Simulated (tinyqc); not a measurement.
Worked calculation: out-diffusion of a doped substrate or buried layer into a growing epitaxial film. Computed by tinyqc, a small Python program that keeps every step. Command: `OMP_NUM_THREADS=1 python tinyqc.py 3009728 3009729 out.jsonl buried walk`. One thread of a shared host (Intel(R) Xeon(R) Processor @ 2.30GHz), about 0.01 s of CPU time with the checks. Intermediate numbers are printed to about 6 digits and carried at full precision; extremes and crossings named in words are read from the listed rows.

x is counted from the original substrate surface into the film, whose surface moves as x = v t. Substrate dopant has one diffusivity; the dopant of the film is taken as uniform.

Inputs (values chosen for the exercise, modelled on phosphorus in silicon):
```
quantity                                            value    unit
prefactor D0                                         4.14  cm^2/s
activation energy E                                  3.65      eV
substrate concentration C_s                         2e+19  1/cm^3
film doping C_e                                   2.7e+16  1/cm^3
growth rate v                                        0.63  um/min
film thickness d                                      3.3      um
growth temperature T                                 1050       C
autodoping level at the start, as a share of C_s   0.0001       -
decay length of autodoping                           0.58      um
later thermal budget (Dt)2                        2.3e-11    cm^2
```

Film doping: opposite type.

Constants: k_B = 8.617333262e-05 eV/K.

## Scales

D = D0 exp(-E/(k_B T)); growth time t = d/v; l = 2 sqrt(D t); growth number G = v t/l = d/l; 1 um = 1e-4 cm. Temperatures in kelvin are T(C) + 273.15.

diffusivity D = 5.18116e-14 cm^2/s

growth time t = 5.23810 min

length l = 0.0807060 um

growth number G = 40.8892

The surface outruns diffusion, so the film acts as an infinite medium.

## Moving boundary against the simple erfc

For a surface that grows from dopant-free material and loses none by evaporation, with u = x/l and s = G - u: C/C_s = (1/2) [erfc(u) + (1 + 4 G (G + s)) exp(4 G s) erfc(G + s) - (4G/sqrt(pi)) exp(-u^2)]; for large G it tends to (1/2) erfc(u). Early in the growth G = sqrt(v x_s/(4 D)) for the thickness x_s reached so far; rows give C at the interface (u = 0) and at the surface (u = G).

The first stage of growth:
```
G     C/C_s at the interface  C at the surface (1/cm^3)  simple erfc there (1/cm^3)    ratio  thickness x_s (nm)
0.10                0.824033                1.58715e+19                 8.87537e+18  1.78826         1.97377e-02
0.25                0.679673                1.09826e+19                 7.23674e+18  1.51762         1.23361e-01
0.50                0.577186                5.59718e+18                 4.79500e+18  1.16729         4.93443e-01
0.75                0.538076                2.63192e+18                 2.88844e+18  0.91119         1.11025e+00
1.00                0.520901                1.13580e+18                 1.57299e+18  0.72206         1.97377e+00
1.50                0.507942                1.60525e+17                 3.38949e+17  0.47360         4.44099e+00
2.00                0.503733                1.53129e+16                 4.67773e+16  0.32736         7.89509e+00
2.50                0.502020                9.62833e+14                 4.06952e+15  0.23660         1.23361e+01
3.00                0.501207                3.92057e+13                 2.20905e+14  0.17748         1.77640e+01
```

At the interface the value falls from 0.824 towards 1/2 as G grows; among these rows it is within 1 % of 1/2 from G = 2 on. At the surface the ratio to the simple erfc goes from 1.788 to 0.177: a fixed wall would double the value, while fresh undoped material dilutes a fast-moving surface. The surface value drops below C_e = 2.7e16 by the row at 7.90 nm; the finished film has G = 40.9. Caution: rows with a thickness or a length l = x_s/G below about 1 nm are formal for a continuum model.

## Transition width

After growth and the later budget: l2 = 2 sqrt(D t + (Dt)2); C(x) = (C_s/2) erfc(x/l2) + share x C_s exp(-x/decay length) for x > 0 (autodoping taken as unchanged by the later budget). The transition x_t solves C(x) = C_e, the metallurgical junction. Usable film = d - x_t. Also give x_t for the erfc term alone, after growth and after the later budget.

length l2 = 0.125353 um

x_t after growth, erfc alone = 0.171202 um

x_t after the later budget, erfc alone = 0.265912 um

x_t with autodoping = 0.267202 um

usable film = 3.03280 um

Solid-state diffusion sets the transition. The later budget is 1.4 times that of the growth. Caution: the substrate doping is comparable to or above the intrinsic density at growth temperature, so the diffusivity may be higher on that side.

## Profile in the film

Positions are 0.05, 0.2, 0.4, 0.6, 0.8, 1, 1.25 and 1.5 of x_t with autodoping (any beyond the film thickness are formal); net doping = |C - C_e|.

Concentrations (1/cm^3):
```
x/x_t    x (um)    diffusion   autodoping   net doping
0.05   0.013360  8.80192e+18  1.95446e+15  8.77687e+18
0.20   0.053440  5.46572e+18  1.82396e+15  5.44054e+18
0.40   0.106881  2.27891e+18  1.66341e+15  2.25357e+18
0.60   0.160321  7.04954e+17  1.51700e+15  6.79471e+17
0.80   0.213762  1.58819e+17  1.38347e+15  1.33202e+17
1.00   0.267202  2.57383e+16  1.26169e+15            0
1.25   0.334002  1.64459e+15  1.12444e+15  2.42310e+16
1.50   0.400803  6.13202e+13  1.00211e+15  2.59366e+16
```

Checks made by the program: conservation of dopant by the moving-boundary solution (relative difference below 1e-10).
